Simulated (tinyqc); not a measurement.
# Worked calculation: nanowire ballistic transistor, top-of-the-barrier model

Computed by the program tinyqc: `OMP_NUM_THREADS=1 python tinyqc.py 2400093 2400094 out.jsonl`, one thread of a shared Intel Xeon 2.30GHz, about 0.03 s for the whole run. Printed values are rounded.

At the top of the source barrier, states moving towards the drain are filled by the source (Fermi level 0) and states moving back by the drain (Fermi level -q Vd); nothing scatters. U is the shift of the band edge there, set by the capacitances CG, CD and CS (the total) and by the charge. Parabolic one-dimensional subband; the source is grounded.

Values chosen for this exercise; mass and valleys close to those of gallium arsenide:
```
symbol,value,unit,meaning
T,400,K,temperature
m,0.0676,m0,effective mass
gv,1,,valley degeneracy
eox,22,,relative permittivity of the gate insulator
tox,2,nm,insulator thickness
d,5,nm,wire diameter
aG,0.95,,gate control CG/CS
aD,0.025,,drain control CD/CS
E0,0.36,eV,band edge at the barrier top above the source Fermi level at zero bias
Vg,0.62,V,gate voltage
Vd,0.8,V,drain voltage
```

Constants: q = 1.602176634e-19 C, kB = 1.380649e-23 J/K, hbar = 1.054571817e-34 J s, h = 6.62607015e-34 J s, m0 = 9.1093837015e-31 kg, Vt = kB T/q, eps0 = 8.8541878128e-14 F/cm where lengths are in cm. Results are converted to the units shown.

## Density of states, capacitances and charge at zero bias

N0 = gv sqrt(2 m kB T/pi)/hbar, CG = 2 pi eps0 eox/ln(1 + 2 tox/d), CS = CG/aG, n0 = n at U = 0 and Vd = 0. eta1 = -(E0 + U)/Vt, eta2 = eta1 - Vd/Vt, n = (N0/2)[F_(-1/2)(eta1) + F_(-1/2)(eta2)], F_(-1/2)(x) = (1/sqrt(pi)) int_0^infinity u^(-1/2)/(1 + exp(u - x)) du. UL = -(aG Vg + aD Vd).

N0 = 1.395254e6 cm^-1
CG = 20.82244 pF/cm
CS = 21.91835 pF/cm
n0 = 40.62974 cm^-1
UL = -0.609 eV

## Iteration 1: self-consistent potential at the barrier top

U at the start (U = UL) = -0.609 eV

eta1 = -(E0 + U)/Vt, eta2 = eta1 - Vd/Vt, n = (N0/2)[F_(-1/2)(eta1) + F_(-1/2)(eta2)], F_(-1/2)(x) = (1/sqrt(pi)) int_0^infinity u^(-1/2)/(1 + exp(u - x)) du. U(out) = UL + q (n - n0)/CS. Newton step: U(new) = U + (U(out) - U)/(1 + CQ/CS), CQ = (q/Vt) dn/d(eta1) with both F' summed; F' = dF_(-1/2)/dx.

eta1 = 7.223813
eta2 = -15.98522
n = 2.097117e6 cm^-1
U(out) = -0.5936709 eV
CQ = 0.7013228 pF/cm
U after iteration 1 = -0.5941462 eV

## Iteration 2: self-consistent potential at the barrier top

As before.

eta1 = 6.792884
eta2 = -16.41615
n = 2.030953e6 cm^-1
U(out) = -0.5941545 eV
CQ = 0.7264799 pF/cm
U after iteration 2 = -0.5941543 eV

## Course of the iteration: self-consistent potential at the barrier top

Stop when U changes by less than 1e-9 eV, or after 90 iterations.

Course of the iteration:
```
iteration,U (eV),|change| (eV)
1,-0.5941462,0.0149
2,-0.5941543,8.10e-6
3,-0.5941543,2.59e-12
```

Converged in 3 iterations. The change falls from 0.015 in the first iteration to below the tolerance in the last.

## Current, mean velocity and share of the gate voltage

converged U = -0.5941543 eV

N0 = gv sqrt(2 m kB T/pi)/hbar, CG = 2 pi eps0 eox/ln(1 + 2 tox/d), CS = CG/aG, n0 = n at U = 0 and Vd = 0. eta1 = -(E0 + U)/Vt, eta2 = eta1 - Vd/Vt, n = (N0/2)[F_(-1/2)(eta1) + F_(-1/2)(eta2)], F_(-1/2)(x) = (1/sqrt(pi)) int_0^infinity u^(-1/2)/(1 + exp(u - x)) du. I = gv (2 q^2/h) Vt [ln(1 + exp eta1) - ln(1 + exp eta2)]. Mean velocity I/(q n). CQ = (q/Vt) dn/d(eta1); the band edge follows the gate as -dU/dVg = aG/(1 + CQ/CS).

eta1 = 6.793119
n = 2.030990e6 cm^-1
I = 18.14548 uA
mean velocity = 5.576354e7 cm/s
CQ = 0.7264654 pF/cm
-dU/dVg = 0.9195232 eV/V

The carriers from the source are degenerate (eta1 = 6.79), and the mean velocity is 2.33 times vT = sqrt(2 kB T/(pi m)) = 2.39e7 cm/s.
